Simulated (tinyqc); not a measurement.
Tight binding, honeycomb lattice, step by step. One step of it, computed by the program tinyqc.

Task: Levels at k. Diagonalise the Hermitian matrix.

H(k) at k (eV):
```
                     A                    B
A             1.250000  -3.586061-0.950320i
B  -3.586061+0.950320i            -1.250000
```

Give: eigenvalues; weights |c|^2 of the basis functions.

Result:

eigenvalues (eV): -3.9148  3.9148

weights |c|^2 of the basis functions:
```
   band 1  band 2
A  0.3403  0.6597
B  0.6597  0.3403
```
